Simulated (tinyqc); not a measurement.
The sixth-power law: interface roughness in a thin film (subband fluctuation and scattering).

Square well of width t, barriers V0, c = hbar^2/2m0: E1 solves k t + 2 atan[(k/mz)/(kappa/mb)] = pi, k = sqrt(mz E/c), kappa = sqrt(mb (V0 - E)/c). One interface is rough, so the subband edge fluctuates by G dt with G = |dE1/dt| (central difference of 0.01 angstrom; 2 E1/t for hard walls).

Gaussian roughness spectrum S(q) = pi D^2 Lc^2 exp(-q^2 Lc^2/4). Degenerate gas, taken to fill one subband (the second starts to fill once c kF^2/md exceeds E2 - E1, which is not tested here): kF = sqrt(2 pi Ns/gv), q = 2 kF sin(theta/2), 1/tau = (md/(2 pi c hbar)) G^2 times the integral from 0 to pi of S(q)(1 - cos theta)/eps(q)^2 dtheta, eps(q) = 1 + qs/q with screening (qs = gv md q0/(c eps), q0 = e^2/(4 pi eps0), form factors left out, which overstates the screening; other scattering is left out too, so these values lie far above measured mobilities in all but the thinnest films) or 1 without; mobility = tau c2/md with c2 = e/m0 = 1.75882e15 cm^2/(V s^2); 1e12/cm^2 = 1e-4/angstrom^2.

Constants: hbar^2/2m0 = 3.80998211 eV angstrom^2; hbar = 6.58211957e-16 eV s; e^2/(4 pi eps0) = 14.39964547 eV angstrom.

Inputs chosen for the exercise (near those of a thin Si channel on (100), two-fold valleys; the results hold for these values, not for the real material): mz = 0.92 m0 (confinement mass); V0 = 3.02 eV (barrier); mb = 0.54 m0 (barrier mass); md = 0.189 m0 (mass in the plane); gv = 2 (valleys); D = 1.5 angstrom (rms height of the roughness); Lc = 50 angstrom (correlation length); Ns = 8.3 x 1e12/cm^2 (sheet density); eps = 7.8 (mean dielectric constant at the channel); ts = (11, 14, 17, 20, 25, 32, 42) angstrom (thicknesses).

Screened mobility against thickness for the finite barrier and for hard walls.

Results:

| t (angstrom) | E1 (meV) | G (meV/angstrom) | mobility (cm^2/(V s)) | the same, hard walls |
|---|---|---|---|---|
| 11 | 247.9 | 38.316 | 5.19e+03 | 2.02e+03 |
| 14 | 163.2 | 20.547 | 1.80e+04 | 8.58e+03 |
| 17 | 115.5 | 12.244 | 5.08e+04 | 2.75e+04 |
| 20 | 85.9 | 7.868 | 1.23e+05 | 7.30e+04 |
| 25 | 56.9 | 4.241 | 4.23e+05 | 2.78e+05 |
| 32 | 35.8 | 2.116 | 1.70e+06 | 1.22e+06 |
| 42 | 21.3 | 0.973 | 8.05e+06 | 6.26e+06 |

With hard walls G goes as 1/t^3 and the mobility as t^6. With the finite barrier the local exponent is 5.17 at the thin end and 5.72 at the thick end, since the envelope leaks out and softens the dependence. The least value is 5.19e+03 cm^2/(V s). The gate field, which also presses carriers to the interface, is left out. Below about 20 angstrom the effective-mass picture is itself doubtful. Up to t = 14 angstrom G D exceeds half of EF - E1, where the Born rate fails.

tinyqc: `OMP_NUM_THREADS=1 python tinyqc.py 1282721 1282722 out.jsonl`; about 0.01 s, one thread, shared Intel(R) Xeon(R) Processor @ 2.30GHz.
